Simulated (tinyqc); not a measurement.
Lifetime against injection: carrier lifetime from Shockley-Read-Hall, radiative, Auger and surface recombination. Computed by tinyqc, a small Python program. Command: `OMP_NUM_THREADS=1 python tinyqc.py 3028924 3028925 out.jsonl lifetime walk`. One thread of a shared host (Intel(R) Xeon(R) Processor @ 2.30GHz), about 0.03 s of CPU time with the checks.

Energies are counted from the top of the valence band. Boltzmann statistics, full ionisation, and equal excess densities of electrons and holes.

Inputs (values chosen for the exercise, for a model semiconductor):

| quantity | value | unit |
|---|---|---|
| gap E_g | 2.31 | eV |
| electron mass m_e | 0.466 | m_0 |
| valleys M_c | 3 | - |
| hole mass m_h | 0.981 | m_0 |
| temperature T | 400 | K |
| doping N | 4.6e+15 | cm^-3 |
| trap level E_t | 0.915 | eV |
| trap density N_t | 9.8e+13 | cm^-3 |
| electron cross-section sigma_n | 6.2e-15 | cm^2 |
| hole cross-section sigma_p | 4.1e-15 | cm^2 |
| radiative coefficient B | 2.2e-14 | cm^3/s |
| Auger coefficient C_n | 2.9e-30 | cm^6/s |
| Auger coefficient C_p | 7.1e-32 | cm^6/s |
| diffusion coefficient D | 51 | cm^2/s |
| surface velocity S | 13 | cm/s |
| thickness W | 120 | micrometre |

Doping: n-type. Surface term: two equal surfaces.

Constants: m_0 = 9.1093837015e-31 kg; k_B = 1.380649e-23 J/K; h = 6.62607015e-34 J s; k_B = 8.617333262e-05 eV/K.

Method:
- N_c = 2 M_c (2 pi m_e k_B T/h^2)^(3/2) and N_v = 2 (2 pi m_h k_B T/h^2)^(3/2), masses in units of m_0.
- n_i = sqrt(N_c N_v) exp(-E_g/2 k_B T); majority density N/2 + sqrt(N^2/4 + n_i^2), minority density n_i^2 over it.
- v = sqrt(3 k_B T/m) with m_e or m_h; tau_n0 = 1/(sigma_n v_n N_t), tau_p0 = 1/(sigma_p v_p N_t); n1 = N_c exp(-(E_g - E_t)/k_B T), p1 = N_v exp(-E_t/k_B T).
- The slowest diffusion mode has x tan x = S W/(2 D) with 0 < x < pi/2 (bisection), and tau_s = W^2/(4 x^2 D). The common approximation is W/(2 S) + W^2/(pi^2 D).
- With n = n_0 + dn, p = p_0 + dn and U/dn = 1/tau: (n p - n_i^2)/dn = n_0 + p_0 + dn = s; 1/tau_SRH = s/[tau_p0 (n + n1) + tau_n0 (p + p1)]; 1/tau_rad = B s; 1/tau_Aug = (C_n n + C_p p) s; the rates add, with 1/tau_s.
- Rows stop below half the smaller effective density of states.

N_c = 3.68706e+19 cm^-3

N_v = 3.75391e+19 cm^-3

n_0 = 4.60e+15 cm^-3

p_0 = 2.36422e-06 cm^-3

tau_p0 = 1.82783e-07 s

n1 = 97.8259 cm^-3

tau_n0 = 8.33081e-08 s

p1 = 1.11171e+08 cm^-3

tau_s = 4.61774e-04 s

Lifetimes (s):

| dn (cm^-3) | SRH | radiative | Auger | effective | radiative efficiency | fastest channel |
|---|---|---|---|---|---|---|
| 1.00e+10 | 1.8278e-07 | 9.8814e-03 | 1.6296e-02 | 1.8271e-07 | 0.0000185 | SRH |
| 1.00e+11 | 1.8279e-07 | 9.8812e-03 | 1.6295e-02 | 1.8271e-07 | 0.0000185 | SRH |
| 1.00e+12 | 1.8280e-07 | 9.8793e-03 | 1.6289e-02 | 1.8272e-07 | 0.0000185 | SRH |
| 1.00e+13 | 1.8296e-07 | 9.8600e-03 | 1.6225e-02 | 1.8289e-07 | 0.0000185 | SRH |
| 1.00e+14 | 1.8456e-07 | 9.6712e-03 | 1.5602e-02 | 1.8448e-07 | 0.0000191 | SRH |
| 1.00e+15 | 1.9766e-07 | 8.1169e-03 | 1.0948e-02 | 1.9757e-07 | 0.0000243 | SRH |
| 1.00e+16 | 2.3984e-07 | 3.1133e-03 | 1.5910e-03 | 2.3966e-07 | 0.0000770 | SRH |
| 1.00e+17 | 2.6243e-07 | 4.3456e-04 | 3.0796e-05 | 2.5991e-07 | 0.0005981 | SRH |
| 1.00e+18 | 2.6571e-07 | 4.5246e-05 | 3.3355e-07 | 1.4737e-07 | 0.0032570 | SRH |
| 1.00e+19 | 2.6605e-07 | 4.5434e-06 | 3.3628e-09 | 3.3184e-09 | 0.0007304 | Auger |

What does the comparison show, and why?

tau_SRH goes from 1.83e-7 s at low injection (the minority capture time, 1.83e-7 s) to 2.66e-7 s in the last row; at high injection it tends to tau_n0 + tau_p0 = 2.66e-7 s. Ruling channel by row: SRH from 1e10, Auger from 1e19 cm^-3. The radiative efficiency peaks at 0.00326 near 1e18 cm^-3, below which non-radiative terms of first order take a larger share and above which Auger recombination does.

Extremes, crossings and ranges named in words are read from the listed rows.
